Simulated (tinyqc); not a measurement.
Worked calculation: UKS/B3LYP (VWN-RPA form) in the sto-6g basis, for Be+, spin multiplicity 2. One step of it, computed by the program tinyqc.

Task: Iteration 2: building the Kohn-Sham matrix. J_ij = sum D_kl (ij|kl) with D = D(alpha) + D(beta), K_ij = sum D_kl (ik|jl) for each spin; F = H + J - 0.2 K(s) + V_xc; E = tr D H + tr D J / 2 - 0.1 sum_s tr D(s) K(s) + E_xc + E_nn.

D(alpha) after iteration 1:
```
            1Be 1s     1Be 2s   1Be 2px   1Be 2py   1Be 2pz
1Be 1s    1.069410  -0.272447  0.000000  0.000000  0.000000
1Be 2s   -0.272447   1.069410  0.000000  0.000000  0.000000
1Be 2px   0.000000   0.000000  0.000000  0.000000  0.000000
1Be 2py   0.000000   0.000000  0.000000  0.000000  0.000000
1Be 2pz   0.000000   0.000000  0.000000  0.000000  0.000000
```

D(beta) after iteration 1:
```
           1Be 1s    1Be 2s   1Be 2px   1Be 2py   1Be 2pz
1Be 1s   0.986942  0.024441  0.000000  0.000000  0.000000
1Be 2s   0.024441  0.000605  0.000000  0.000000  0.000000
1Be 2px  0.000000  0.000000  0.000000  0.000000  0.000000
1Be 2py  0.000000  0.000000  0.000000  0.000000  0.000000
1Be 2pz  0.000000  0.000000  0.000000  0.000000  0.000000
```

core Hamiltonian H = T + V (hartree):
```
            1Be 1s     1Be 2s    1Be 2px    1Be 2py    1Be 2pz
1Be 1s   -7.946038  -1.858116   0.000000   0.000000   0.000000
1Be 2s   -1.858116  -2.079966   0.000000   0.000000   0.000000
1Be 2px   0.000000   0.000000  -1.638720   0.000000   0.000000
1Be 2py   0.000000   0.000000   0.000000  -1.638720   0.000000
1Be 2pz   0.000000   0.000000   0.000000   0.000000  -1.638720
```

Two-electron integrals (ij|kl) in chemists' order, unique and non-zero (hartree):
```
(11|11) 2.299996   (21|11) 0.361879   (21|21) 0.071926   (22|11) 0.570332
(22|21) 0.139654   (22|22) 0.417773   (31|31) 0.015252   (32|31) 0.022555
(32|32) 0.092340   (33|11) 0.570332   (33|21) 0.139654   (33|22) 0.417773
(33|33) 0.450117   (41|41) 0.015252   (42|41) 0.022555   (42|42) 0.092340
(43|43) 0.024258   (44|11) 0.570332   (44|21) 0.139654   (44|22) 0.417773
(44|33) 0.401601   (44|44) 0.450117   (51|51) 0.015252   (52|51) 0.022555
(52|52) 0.092340   (53|53) 0.024258   (54|54) 0.024258   (55|11) 0.570332
(55|21) 0.139654   (55|22) 0.417773   (55|33) 0.401601   (55|44) 0.401601
(55|55) 0.450117
```

nuclear repulsion = 0 hartree

V_xc(alpha) (hartree):
```
            1Be 1s     1Be 2s    1Be 2px    1Be 2py    1Be 2pz
1Be 1s   -1.214945  -0.154537   0.000000   0.000000   0.000000
1Be 2s   -0.154537  -0.232892   0.000000   0.000000   0.000000
1Be 2px   0.000000   0.000000  -0.232731   0.000000   0.000000
1Be 2py   0.000000   0.000000   0.000000  -0.232731   0.000000
1Be 2pz   0.000000   0.000000   0.000000   0.000000  -0.232731
```

V_xc(beta) (hartree):
```
            1Be 1s     1Be 2s    1Be 2px    1Be 2py    1Be 2pz
1Be 1s   -1.196470  -0.151846   0.000000   0.000000   0.000000
1Be 2s   -0.151846  -0.188958   0.000000   0.000000   0.000000
1Be 2px   0.000000   0.000000  -0.188393   0.000000   0.000000
1Be 2py   0.000000   0.000000   0.000000  -0.188393   0.000000
1Be 2pz   0.000000   0.000000   0.000000   0.000000  -0.188393
```

E_xc = sum of w rho eps_xc = -2.07951844 hartree

Give: Coulomb J; exchange K(alpha); exchange K(beta); F(alpha); F(beta); total energy of this density.

Result:

Coulomb J (hartree):
```
         1Be 1s  1Be 2s  1Be 2px  1Be 2py  1Be 2pz
1Be 1s   5.1604  0.8579   0.0000   0.0000   0.0000
1Be 2s   0.8579  1.5506   0.0000   0.0000   0.0000
1Be 2px  0.0000  0.0000   1.5506   0.0000   0.0000
1Be 2py  0.0000  0.0000   0.0000   1.5506   0.0000
1Be 2pz  0.0000  0.0000   0.0000   0.0000   1.5506
```

exchange K(alpha) (hartree):
```
         1Be 1s  1Be 2s  1Be 2px  1Be 2py  1Be 2pz
1Be 1s   2.3394  0.3614   0.0000   0.0000   0.0000
1Be 2s   0.3614  0.4476   0.0000   0.0000   0.0000
1Be 2px  0.0000  0.0000   0.1028   0.0000   0.0000
1Be 2py  0.0000  0.0000   0.0000   0.1028   0.0000
1Be 2pz  0.0000  0.0000   0.0000   0.0000   0.1028
```

exchange K(beta) (hartree):
```
         1Be 1s  1Be 2s  1Be 2px  1Be 2py  1Be 2pz
1Be 1s   2.2877  0.3729   0.0000   0.0000   0.0000
1Be 2s   0.3729  0.0781   0.0000   0.0000   0.0000
1Be 2px  0.0000  0.0000   0.0162   0.0000   0.0000
1Be 2py  0.0000  0.0000   0.0000   0.0162   0.0000
1Be 2pz  0.0000  0.0000   0.0000   0.0000   0.0162
```

F(alpha) (hartree):
```
          1Be 1s   1Be 2s  1Be 2px  1Be 2py  1Be 2pz
1Be 1s   -4.4685  -1.2270   0.0000   0.0000   0.0000
1Be 2s   -1.2270  -0.8518   0.0000   0.0000   0.0000
1Be 2px   0.0000   0.0000  -0.3414   0.0000   0.0000
1Be 2py   0.0000   0.0000   0.0000  -0.3414   0.0000
1Be 2pz   0.0000   0.0000   0.0000   0.0000  -0.3414
```

F(beta) (hartree):
```
          1Be 1s   1Be 2s  1Be 2px  1Be 2py  1Be 2pz
1Be 1s   -4.4397  -1.2266   0.0000   0.0000   0.0000
1Be 2s   -1.2266  -0.7340   0.0000   0.0000   0.0000
1Be 2px   0.0000   0.0000  -0.2798   0.0000   0.0000
1Be 2py   0.0000   0.0000   0.0000  -0.2798   0.0000
1Be 2pz   0.0000   0.0000   0.0000   0.0000  -0.2798
```

total energy of this density = -14.306715 hartree
